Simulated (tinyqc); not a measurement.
# Worked calculation: random telegraph noise from one oxide trap in a small MOSFET

tinyqc, about 0.01 s, one thread, Intel Xeon 2.30GHz (shared host): `OMP_NUM_THREADS=1 python tinyqc.py 2710099 2710100 out.jsonl` Printed values are rounded.

An acceptor-like trap exchanges electrons with the channel. Inversion charge Q = Cox u, u = n Vt W0(exp((Vg - VT)/(n Vt))), W0 the Lambert function, n = nf, Cox = eps0 eox/tox; linear regime Id = (W/L) mu Q Vd. Relative to threshold the surface potential rises by Vt ln(u/u0) and the oxide voltage by the rest of Vg - VT, with u0 = n Vt W0(1).

Parameters, values chosen for the exercise; values of the order met in silicon transistors: temperature T = 300 K; relative permittivity of the gate insulator (close to hafnium oxide) eox = 21.5; insulator thickness tox = 6.6 nm; depth of the trap from the channel interface xt = 1.2 nm; trap level above the channel Fermi level at threshold E0 = 0.13 eV; capture prefactor s0 = 3e-16 cm^2; capture barrier (lattice relaxation) EB = 0.53 eV; tunnelling decay length lt = 0.15 nm; thermal velocity vth = 1.6e7 cm/s; thickness of the inversion layer zi = 2.8 nm; threshold voltage VT = 0.47 V; body factor nf = 1.13; gate width W = 120 nm; gate length L = 60 nm; mobility mu = 370 cm^2/(V s); scattering coefficient of the charged trap asc = 9.9e-16 V s; drain voltage Vd = 0.05 V; gate voltage Vg = 0.78 V.

Constants: q = 1.602176634e-19 C, kB = 1.380649e-23 J/K, Vt = kB T/q, eps0 = 8.8541878128e-14 F/cm where lengths are in cm. Results are converted to the units shown.

Range of the model: VT is taken as given; short-channel effects and the uneven flow of current among few electrons are left out.

## Trap level, time constants and occupancy

N = Cox u/q; dpsi = Vt ln(u/u0); E = E0 - dpsi - (xt/tox)(Vg - VT - dpsi); capture time tc = 1/[(N/zi) vth s0 exp(-xt/lt - EB/Vt)]; emission time te = tc exp(-E/Vt); occupancy te/(tc + te).

u = 0.247570 V
N = 4.45688e12 cm^-2
dpsi = 0.0699098 V
E = 0.0164375 eV
tc = 31.2500 s
te = 16.5468 s
occupancy = 0.346190

The trap lies 0.64 Vt above the Fermi level, so it is empty most of the time.

## Step height

A = W L; threshold step dV = q (1 - xt/tox)/(Cox A); gm/Id = 1/(u + n Vt); relative step dI/I = (gm/Id) dV + asc mu/A. Id as defined.

electrons in the channel N A = 320.895
dV = 0.631225 mV
gm/Id = 3.61294 1/V
number part of dI/I = 0.228058 %
dI/I = 0.736808 %
Id = 26.4206 uA
dI = 194.669 nA

## Lorentzian spectrum

Spectrum S(f) = 4 dI^2/{(tc + te)[(1/tc + 1/te)^2 + (2 pi f)^2]}; corner fc = (1/tc + 1/te)/(2 pi); variance dI^2 tc te/(tc + te)^2. Give S at f = 0, at fc and at 10 fc.

fc = 0.0147115 Hz
S(0) = 3.71180e-13 A^2/Hz
S(fc) = 1.85590e-13 A^2/Hz
S(10 fc) = 3.67505e-15 A^2/Hz
rms current = 92.6147 nA

The rms value is 0.476 of the step; it reaches its largest share, 1/2, when tc = te.
